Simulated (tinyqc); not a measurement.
Inside a calculation. Model: Monte Carlo simulation of one carrier in a uniform electric field. Computed by tinyqc, a small Python program that keeps every step. Command: `OMP_NUM_THREADS=1 python tinyqc.py 3022205 3022206 out.jsonl mcfl walk`. One thread of a shared host (Intel(R) Xeon(R) Processor @ 2.30GHz), about 1 s of CPU time with the checks. Intermediate numbers are printed to about 6 digits and carried at full precision; extremes and crossings named in words are read from the listed rows.

The force e F acts along +z. Flights end at the constant total rate Gamma; the part of Gamma that the real rates do not fill is self-scattering, which leaves k unchanged. One valley, no impurities; equivalent final valleys enter only through Z_f in the optical rate.

Inputs (values chosen for the exercise, modelled on holes in germanium): effective mass m = 0.292 m_0; density rho = 5323 kg/m^3; sound velocity v_l = 5340 m/s; acoustic deformation potential D_A = 4.7 eV; phonon energy hbar w = 37.2 meV; optical or intervalley deformation potential D_o = 8.4 1e8 eV/cm; final valleys Z_f = 1; lattice temperature T = 350 K; electric field F = 3.8 kV/cm; energy E_max up to which Gamma must cover the rates = 0.6 eV; seed of the random numbers = 55262.

Crystal: non-polar. Band: parabolic.

starting wave vector (1/nm): [0.29, -0.094, -0.1]

Constants: k_B = 1.380649e-23 J/K; e = 1.602176634e-19 C; hbar = 1.054571817e-34 J s; m_0 = 9.1093837015e-31 kg; hbar = 6.582119569e-16 eV s; k_B = 8.617333262e-05 eV/K.

## Total rate Gamma

Parabolic band: E = hbar^2 k^2/(2 m), speed v = hbar k/m, states per spin, volume and energy g(E) = m k/(2 pi^2 hbar^2). Masses are multiplied by m_0 and all formulas are in SI units. Phonon occupation N_q = 1/(exp(hbar w/(k_B T)) - 1). Acoustic deformation potential (elastic, equipartition, absorption and emission together): 1/tau = 2 pi k_B T D_A^2 g(E)/(hbar rho v_l^2). Optical or intervalley deformation potential: 1/tau = (pi Z_f D_o^2/(rho w)) [N_q g(E + hbar w) + (N_q + 1) g(E - hbar w)], with g = 0 below the band edge. Gamma is 1.05 times the largest total rate on the grid E = (j + 1/2) E_max/400, j = 0..399.

largest total rate = 11.5853 1e12/s

energy of the largest rate = 599.25 meV

Gamma = 12.1646 1e12/s

## Flight 1

Random numbers (0.02 to 0.98, from up to 60 sets tried for early real events), one row a flight, columns r1, r2, r3, r4:
$$\begin{pmatrix}
0.4980 & 0.0365 & 0.1503 & 0.6593 \\
0.6755 & 0.1767 & 0.9305 & 0.4246 \\
0.0471 & 0.0466 & 0.1003 & 0.8654 \\
0.7809 & 0.6241 & 0.8267 & 0.2566 \\
0.3711 & 0.9646 & 0.8198 & 0.7062 \\
0.5557 & 0.2600 & 0.4015 & 0.5074 \\
0.4441 & 0.8356 & 0.6655 & 0.8352
\end{pmatrix}$$

Flight: t = -ln(r1)/Gamma; k_z grows by e F t/hbar; E follows from the band; dz = (E_end - E_start)/(e F). Use row 1 of the random numbers.

flight time t = 57.3103 fs

k at the end of the flight (1/nm): [0.290000, -0.094000, -0.066914]

energy at the end = 12.7104 meV

displacement dz = -1.89626 nm

## Scattering event 1

Choice: with cumulative rates in the order acoustic, absorption, emission, the process is the first whose sum exceeds r2 Gamma; if none, self-scattering. Final state: E' = E, E + hbar w or E - hbar w gives k'. Isotropic processes: cos(theta) = 1 - 2 r3 from the z axis, phi = 2 pi r4, k' (sin theta cos phi, sin theta sin phi, cos theta).

cumulative rates (1e12/s): acoustic 0.406754, absorption 0.989384, emission 0.989384

r2 Gamma = 0.444007 1e12/s

Process chosen: absorption

k after event 1, the start of the next flight (1/nm): [-0.238500, -0.372187, 0.432565]

## Flight 2

Use row 2 of the random numbers.

flight time t = 32.2496 fs

k at the end of the flight (1/nm): [-0.238500, -0.372187, 0.451183]

energy at the end = 52.0573 meV

displacement dz = 5.64971 nm

## Scattering event 2

The formulas are those given above.

cumulative rates (1e12/s): acoustic 0.82318, absorption 1.60232, emission 2.69357

r2 Gamma = 2.14948 1e12/s

Process chosen: emission

k after event 2, the start of the next flight (1/nm): [-0.152723, 0.078300, -0.290538]

## All printed flights

Drift estimate: sum dz / sum t.

Flights:
```
flight   t (fs)  E at the end (meV)   dz (nm)          process  k_x (1/nm)  k_y (1/nm)  k_z (1/nm)
1        57.310             12.7104   -1.8963       absorption   -0.238500   -0.372187    0.432565
2        32.250             52.0573    5.6497         emission   -0.152723    0.078300   -0.290538
3       251.179              6.6066  -21.7124       absorption    0.230871   -0.260549    0.463195
4        20.330             45.2432    3.7807  self-scattering    0.230871   -0.260549    0.474932
5        81.489             51.3627   16.1039  self-scattering    0.230871   -0.260549    0.521977
6        48.298             55.2623   10.2621  self-scattering    0.230871   -0.260549    0.549861
7        66.727             60.9836   15.0561  self-scattering    0.230871   -0.260549    0.588384
```

drift estimate from these flights = 48860.5 m/s

4 of the 7 flights end in self-scattering. So few flights say little about the drift velocity: the estimate is noise at this length.

## Low-field mobility from the linear Boltzmann equation

On the grid E_j = (j + 1/2) hbar w/12 up to 20 k_B T + 2 hbar w, solve (sum of rates) l(E) = v(E); mu_0 = e sum g v l exp(-E/k_B T)/(3 k_B T sum g exp(-E/k_B T)).

low-field mobility mu_0 = 2483.94 cm^2/(V s)

## Long runs: velocity against field

Each row: 250 carriers from a thermal start, 1600 flights each, the first half discarded, random numbers not printed; the error is the standard error over ten groups; the mean energy is taken at the ends of flights, which sample time evenly. Fields at which more than 0.02 % of the events exceed Gamma are left out.

Monte Carlo results:
```
F (kV/cm)  drift velocity (1e5 m/s)  error (1e5 m/s)  mu_0 F (1e5 m/s)  mean energy (meV)  real events (%)
0.95                          0.207           0.0120          0.235974               48.3             19.0
1.90                          0.360           0.0082          0.471948               55.1             20.9
3.80                          0.554           0.0065          0.943896               78.0             26.8
```

At the lowest field the drift velocity is 0.88 +/- 0.05 of the ohmic value mu_0 F, at the highest 0.59 +/- 0.01. The mean energy goes from 48 to 78 meV against the parabolic-band thermal value 3 k_B T/2 = 45 meV: the carriers heat, more of them reach the emission threshold, where they lose momentum, and the curve bends below the ohmic line. Only 19 to 27 % of the events are real; the rest is the price of a constant Gamma.

Checks made by the program: energy gained in the printed flights against e F dz (relative difference 1e-10).
